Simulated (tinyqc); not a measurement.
# Worked calculation: IGBT as a p-i-n diode in series with a MOS channel, on-state and switching loss

tinyqc, about 0.01 s, one thread, Intel Xeon 2.30GHz (shared host): `OMP_NUM_THREADS=1 python tinyqc.py 2590002 2590003 out.jsonl` Printed values are rounded.

High injection (n = p) in a drift layer from x = -W/2 (anode) to +W/2 (cathode side), recombination only in the layer with lifetime tau, ideal emitters. The channel feeds the cathode side and carries the whole current. Auger recombination, carrier-carrier scattering, emitter losses and the carrier dip under the p body are left out.

Inputs (values chosen for the exercise); material values close to those of silicon:
```
symbol,value,unit,meaning
T,300,K,temperature
Eg,1.12,eV,band gap
Nc,2.77e19,cm^-3,conduction-band density of states at T
Nv,2.63e19,cm^-3,valence-band density of states at T
mn,1400,cm^2/(V s),electron mobility
mp,480,cm^2/(V s),hole mobility
W,350,um,width of the drift layer
Nd,1.8e13,cm^-3,doping of the drift layer
tau,15,us,high-injection lifetime
J,30,A/cm^2,current density
Rch,1.9,mohm cm^2,channel and accumulation resistance
Vdc,1800,V,link voltage
ks,0.11,,turn-off energy per stored charge and link voltage
f,20,kHz,switching frequency
```

Constants: q = 1.602176634e-19 C, kB = 1.380649e-23 J/K, Vt = kB T/q. Results are converted to the units shown.

## Ambipolar length

b = mn/mp, B = (b - 1)/(b + 1), La = sqrt(2 Vt mn mp tau/(mn + mp)), y = W/(2 La).

b = 2.91667
B = 0.489362
La = 166.500 um
y = 1.05105

## Carrier profile

2 x/W, point 0 to 8: [-1, -0.75, -0.5, -0.25, 0, 0.25, 0.5, 0.75, 1]

n(x) = (tau J/(2 q La))[cosh(x/La)/sinh y - B sinh(x/La)/cosh y]. x/La = (2 x/W) y.

n, point 0 to 8 (cm^-3): [1.40114e17, 1.11590e17, 9.08143e16, 7.63453e16, 6.71778e16, 6.26754e16, 6.25254e16, 6.67172e16, 7.55421e16]

The density is 1.85 times higher at the anode than at the cathode side, since holes are the slower carriers; its smallest listed value is 3470 times Nd.

## On-state voltage

n(x) = (tau J/(2 q La))[cosh(x/La)/sinh y - B sinh(x/La)/cosh y]. Vm = Vt [(8 b/(b + 1)^2)(sinh y/s) arctan(s sinh y) + B ln((1 + B tanh^2 y)/(1 - B tanh^2 y))], s = sqrt(1 - B^2 tanh^2 y); Vj = Vt ln(n(-W/2) n(W/2)/ni^2), ni = sqrt(Nc Nv) exp(-Eg/(2 Vt)), Eg in volts; Vc = J Rch; Von = Vm + Vj + Vc.

Vm = 0.0537374 V
Vj = 0.832025 V
Vc = 0.057 V
Von = 0.942763 V

Vm does not depend on J, since the carrier density grows with it. Junctions, layer and channel take 88, 5.7 and 6.0 % of Von.

## Stored charge, losses and the unipolar alternative

Stored charge tau J, turn-off energy Eoff = ks tau J Vdc, loss at half duty 0.5 J Von + f Eoff. A unipolar device on the same layer has Vu = J (W/(q mn Nd) + Rch).

stored charge = 450 uC/cm^2
Eoff = 89.1 mJ/cm^2
conduction loss = 14.1414 W/cm^2
switching loss = 1782 W/cm^2
Vu = 260.120 V

Both losses would be equal at f = 0.159 kHz.
